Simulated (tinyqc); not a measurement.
# Inputs raised by 2 %, one at a time

Model: Haynes-Shockley experiment: drift, diffusion and decay of a minority-carrier pulse. Computed by tinyqc, a small Python program. Command: `OMP_NUM_THREADS=1 python tinyqc.py 3110992 3110993 out.jsonl haynes sens`. One thread of a shared host (Intel(R) Xeon(R) Processor @ 2.30GHz), about 0.02 s of CPU time with the checks.

A thin sheet of excess carriers is made at x = 0, t = 0 in a long uniform bar; injection is low, so the pulse moves with the minority mobility.

Inputs (values chosen for the exercise, modelled on electrons in p-type germanium in a lightly doped bar):
```
quantity,value,unit
minority mobility mu,4090,cm^2/(V s)
lifetime tau,160,microsecond
temperature T,250,K
field F,28,V/cm
distance d to the collector,0.62,cm
injected sheet density N0,3.8e+10,1/cm^2
```

Constants: k_B = 8.617333262e-05 eV/K.

Method:
- D = mu k_B T/e, v = mu F.
- Transit time d/v, diffusion length sqrt(D tau), drift length v tau, Peclet number v d/D = e F d/(k_B T).
- dn(x, t) = N0/sqrt(4 pi D t) exp(-(x - v t)^2/(4 D t) - t/tau).
- At fixed x the signal peaks where d ln(dn)/dt = 0: a t^2 + t/2 - x^2/(4 D) = 0 with a = v^2/(4 D) + 1/tau.
- The full width at half maximum is found by solving dn(x, t) = peak/2 on both sides of the peak.
- With w the full width at half maximum: mu = d/(F t_p); D = (w d)^2/(16 ln2 t_p^3); Einstein ratio D/mu against k_B T/e.

Runs:
```
input moved,from,to,time of the peak t_p (microsecond),width at half maximum (microsecond),apparent mobility (cm^2/(V s)),apparent D (cm^2/s)
base run,-,-,5.4067,0.63454,4095.4,88.298
minority mobility mu (cm^2/(V s)),4090,4171.8,5.3007,0.62210,4177.3,90.064
lifetime tau (microsecond),160,163.2,5.4067,0.63454,4095.4,88.298
temperature T (K),250,255,5.4066,0.64084,4095.5,90.067
field F (V/cm),28,28.56,5.3009,0.61598,4095.3,88.294
distance d to the collector (cm),0.62,0.6324,5.5150,0.64086,4095.3,88.294
injected sheet density N0 (1/cm^2),3.8e+10,3.876e+10,5.4067,0.63454,4095.4,88.298
```

Exponents ln(y'/y) / ln(x'/x):
```
input,time of the peak t_p,width at half maximum,apparent mobility,apparent D
minority mobility mu,-1.000,-1.000,1.000,1.000
lifetime tau,0.000,0.000,0.000,0.000
temperature T,-0.001,0.499,0.001,1.002
field F,-0.999,-1.499,-0.001,-0.002
distance d to the collector,1.001,0.501,-0.001,-0.002
injected sheet density N0,0.000,0.000,0.000,0.000
```

To which inputs is each result most sensitive?

Among the inputs moved here: time of the peak t_p answers most in size to distance d to the collector (exponent +1.001), and about equally to minority mobility mu (-1.000), field F (-0.999); its exponent is below 0.0005 for lifetime tau, injected sheet density N0. Its exponent -0.999 in field F: pure drift, t = d/(mu F). Width at half maximum answers most in size to field F (exponent -1.499), next to minority mobility mu (-1.000); its exponent is below 0.0005 for lifetime tau, injected sheet density N0. Its exponent -1.499 in field F: sqrt(D t)/v with t = d/v. Its exponent +0.501 in distance d to the collector: the spread grows as sqrt(t). Apparent mobility answers most in size to minority mobility mu (exponent +1.000); its exponent is below 0.0005 for lifetime tau, injected sheet density N0. Apparent D answers most in size to temperature T (exponent +1.002), and about equally to minority mobility mu (+1.000); its exponent is below 0.0005 for lifetime tau, injected sheet density N0.

Extremes, crossings and ranges named in words are read from the listed rows.
